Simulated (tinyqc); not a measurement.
# Zener tunnelling in a reverse-biased junction, two-band WKB: what changes with what

Abrupt p-n junction, depletion approximation. Energies E are counted from the conduction-band edge of the neutral n side; its Fermi level lies at dn, that of the p side at dn - V, and the valence-band edge of the neutral p side at Em = dn + dp - V. Tunnelling needs 0 < E < Em. Two-band dispersion with equal masses m: inside the gap kappa = sqrt(m u (1 - u/Eg)/C), u the distance from a band edge, C = hbar^2/(2 m0).

Inputs (values chosen for the exercise); band and dielectric values close to those of In0.53Ga0.47As:

| symbol | value | unit | meaning |
|---|---|---|---|
| T | 350 | K | temperature |
| Eg | 0.728 | eV | band gap |
| eps_r | 14.1 |  | relative permittivity |
| Nc | 2.65e17 | cm^-3 | conduction-band density of states at 350 K |
| Nv | 9.6e18 | cm^-3 | valence-band density of states at 350 K |
| m | 0.053 | m0 | band-edge mass of the two-band model |
| Na | 1.4e19 | cm^-3 | acceptor density |
| Nd | 9.6e18 | cm^-3 | donor density |
| V | -1.7 | V | bias of the p side |

Constants: q = 1.602176634e-19 C, kB = 1.380649e-23 J/K, hbar = 1.054571817e-34 J s, h = 6.62607015e-34 J s, m0 = 9.1093837015e-31 kg, Vt = kB T/q, eps0 = 8.8541878128e-14 F/cm where lengths are in cm, hbar^2/(2 m0) = 0.0380998212 eV nm^2. Results are converted to the units shown.

Each table varies one quantity; the others keep the values above.

## Effect of the doping Nd

Nd = Nc F12(dn/Vt), Na = Nv F12(dp/Vt), F12(x) = (2/sqrt(pi)) int_0^infinity sqrt(u)/(1 + exp(u - x)) du; dn = EF - Ec on the n side, dp = Ev - EF on the p side (negative outside the bands); Vbi = Eg + dn + dp. W = sqrt(2 eps0 eps_r (Vbi - V)(1/Na + 1/Nd)/q), mean field F = (Vbi - V)/W, peak field 2 F. In a uniform field F the exponent is S = pi sqrt(m/C) Eg^1.5/(4 F). Transverse energy Et = C kt^2/m raises it to S (1 + 4 Et/Eg), so T = exp(-S) exp(-Et/Eb) with Eb = Eg/(4 S). KJ = (2 q^2/h) m/(4 pi C) (times 1e14 for A/cm^2 per eV^2). J = KJ exp(-S) Eb times the integral from 0 to Em of [f(E - dn) - f(E - dn + V)] [1 - exp(-min(E, Em - E)/Eb)] dE, f(x) = 1/(1 + exp(x/Vt)), with S and Eb from the mean field; J > 0 flows from p to n.

Effect of the doping Nd:
```
Nd (cm^-3),Vbi (V),mean field (MV/cm),S,J (A/cm^2)
2.1e18,0.8940,0.5513,10.44,-737.8
2.8e18,0.9257,0.6270,9.177,-2956
3.9e18,0.9701,0.7229,7.959,-1.150e4
5.3e18,1.020,0.8192,7.024,-3.319e4
7.2e18,1.082,0.9213,6.246,-8.117e4
9.8e18,1.158,1.028,5.597,-1.731e5
1.3e19,1.242,1.128,5.101,-3.113e5
1.8e19,1.360,1.244,4.627,-5.505e5
2.5e19,1.509,1.359,4.233,-8.913e5
```

What does the comparison show?

The mean field rises from 0.551 to 1.36 MV/cm, as Nd^(0.36), S falls from 10.4 to 4.23, and |J| rises from 738 to 8.91e5 A/cm^2: 3.08 decades, of which exp(-S) accounts for 2.69.

## Effect of the band gap with the mass tied to it

Same model as above.

The mass follows the gap, m = 0.053 Eg/0.728 eV, as in a two-band model with a fixed matrix element; Nc, Nv and eps_r are held.

Results:
```
Eg (eV),Vbi (V),mean field (MV/cm),S,J (A/cm^2),S at fixed m
0.36,0.7840,0.9527,1.477,-9.740e6,2.100
0.47,0.8940,0.9736,2.463,-3.736e6,3.066
0.57,0.9940,0.9922,3.555,-1.282e6,4.018
0.68,1.104,1.012,4.959,-3.221e5,5.131
0.78,1.204,1.030,6.412,-7.681e4,6.195
0.99,1.414,1.067,9.975,-2260,8.554
1.09,1.514,1.084,11.90,-334.4,9.727
```

Estimate the missing row, Eg = 0.88 eV.

Computed row:
```
Eg (eV),Vbi (V),mean field (MV/cm),S,J (A/cm^2),S at fixed m
0.88,1.304,1.048,8.025,-1.559e4,7.299
```

With this row back in the table: S rises from 1.48 to 11.9, as Eg^(1.88), against Eg^(1.38) at fixed m; at a fixed field the powers would be 2 and 1.5, and the field grows with Vbi. |J| falls from 9.74e6 to 334 A/cm^2. Where S is below about 4, a WKB prefactor of 1 is a rough guess.

Range of the model: Parabolic densities of states, no band tails and no gap narrowing, all of which matter at such doping.

Numbers from tinyqc (`OMP_NUM_THREADS=1 python tinyqc.py 2620172 2620173 out.jsonl`; about 0.03 s on one thread of a shared Intel Xeon 2.30GHz).
